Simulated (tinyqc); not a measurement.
Composition profile: interdiffusion in a binary couple: Darken equations, Kirkendall shift and Boltzmann-Matano analysis. Computed by tinyqc, a small Python program. Command: `OMP_NUM_THREADS=1 python tinyqc.py 3004277 3004278 out.jsonl darken walk`. One thread of a shared host (Intel(R) Xeon(R) Processor @ 2.30GHz), about 0.01 s of CPU time with the checks.

x is the mole fraction of B; the molar volume is constant, and the two halves are long enough to count as infinite.

Inputs (values chosen for the exercise, for a model alloy A-B):

| quantity | value | unit |
|---|---|---|
| tracer diffusivity D*_A(0) | 2.4e-15 | m^2/s |
| tracer diffusivity D*_B(0) | 1.6e-15 | m^2/s |
| slope k of ln D* with x | -1.2 | - |
| regular-solution parameter W | -0.0078 | eV |
| temperature T | 1200 | K |
| left composition x_L | 0.25 | - |
| right composition x_R | 0.6 | - |
| time t | 100000 | s |

Vacancy-wind correction: Manning, fcc.

Constants: k_B = 8.617333262e-05 eV/K.

Method:
- D*_i(x) = D*_i(0) exp(k x); thermodynamic factor Phi = 1 - 2 W x (1 - x)/(k_B T); with f0 = 0.7815, M0 = 2 f0/(1 - f0), den = M0 ((1 - x) D*_A + x D*_B): D_A = D*_A Phi [1 + 2 (1 - x)(D*_A - D*_B)/den], D_B = D*_B Phi [1 - 2 x (D*_A - D*_B)/den]; interdiffusion D~ = x D_A + (1 - x) D_B.
- With lambda = z/sqrt(t), the profile solves d/dlambda (D~ dx/dlambda) + (lambda/2) dx/dlambda = 0 with x = x_L and x_R far to the left and right; z = 0 is the original interface. It is solved as a boundary-value problem in y = lambda/sqrt(D~ at the mean composition) on -12 < y < 12 (collocation, tolerance 1e-8).
- The last column is the error-function profile for a constant D~ taken at the mean composition.

D~ at the mean composition = 1.2211e-15 m^2/s

Profile at time t:

| y | z (um) | x | dx/dz (1/um) | x for constant D~ |
|---|---|---|---|---|
| -3.0 | -33.151 | 0.25722 | 0.0010325 | 0.25593 |
| -2.0 | -22.101 | 0.27911 | 0.0031961 | 0.27753 |
| -1.5 | -16.576 | 0.30114 | 0.0048239 | 0.30055 |
| -1.0 | -11.050 | 0.33266 | 0.0065801 | 0.33391 |
| -0.5 | -5.525 | 0.37341 | 0.0080913 | 0.37664 |
| 0.0 | 0.000 | 0.42079 | 0.0089073 | 0.42500 |
| 0.5 | 5.525 | 0.46989 | 0.0086782 | 0.47336 |
| 1.0 | 11.050 | 0.51468 | 0.0073771 | 0.51609 |
| 1.5 | 16.576 | 0.55016 | 0.0054013 | 0.54945 |
| 2.0 | 22.101 | 0.57430 | 0.0033808 | 0.57247 |
| 3.0 | 33.151 | 0.59538 | 0.0008279 | 0.59407 |

What follows from these numbers?

At the original interface x = 0.4208, against the mean 0.4250. D~ is 0.767 times as large at x_R as at x_L, so the profile is flatter and reaches further on the left.
